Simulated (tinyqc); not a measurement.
One-dimensional ballistic tunnel FET, two-band WKB: one step of the calculation.

A p-type source for x < 0 with its Fermi level at 0 and its valence edge at ds; in the channel the bands fall as D exp(-x/lam) towards their flat values, with the conduction edge at Ec = ds - dP and D = dP + Eg. The gate moves dP one to one. The drain Fermi level lies at -Vd and the drain side reflects nothing. For w = E - Ec between 0 and dP an electron crosses the gap. Two-band dispersion with equal masses m: inside the gap kappa = sqrt(m u (1 - u/Eg)/C), u the distance from a band edge, C = hbar^2/(2 m0).

Task. The path through the gap by the midpoint rule. At w = w0 the path runs from xa = lam ln(D/(w + Eg)) to xb = lam ln(D/w); u(x) = w + Eg - D exp(-x/lam) is the height above the valence edge. Cut it into nc equal cells: S = 2 (cell width) times the sum of kappa at the centres.

Inputs (values chosen for the exercise); band and dielectric values close to those of indium arsenide: band gap Eg = 0.352 eV; band-edge mass of the two-band model m = 0.028 m0; screening length of the source junction lam = 4.1 nm; tunnelling window Ev(source) - Ec(channel) dP = 0.33 eV; energy above the channel conduction edge w0 = 0.2 eV; cells of the path nc = 7.

Constants: q = 1.602176634e-19 C, hbar = 1.054571817e-34 J s, m0 = 9.1093837015e-31 kg, hbar^2/(2 m0) = 0.0380998212 eV nm^2. Results are converted to the units shown.

Find: xa; xb; x; u; kappa; S.

Result.

xa = 0.8671 nm
xb = 5.030 nm

| cell | x (nm) | u (eV) | kappa (1/nm) |
|---|---|---|---|
| 0 | 1.164 | 0.0386 | 0.1589 |
| 1 | 1.759 | 0.1079 | 0.2345 |
| 2 | 2.354 | 0.1679 | 0.2540 |
| 3 | 2.948 | 0.2197 | 0.2463 |
| 4 | 3.543 | 0.2646 | 0.2197 |
| 5 | 4.138 | 0.3034 | 0.1755 |
| 6 | 4.732 | 0.3370 | 0.1029 |

S = 1.655

tinyqc, about 0.01 s, one thread, Intel Xeon 2.30GHz (shared host): `OMP_NUM_THREADS=1 python tinyqc.py 2620130 2620131 out.jsonl`
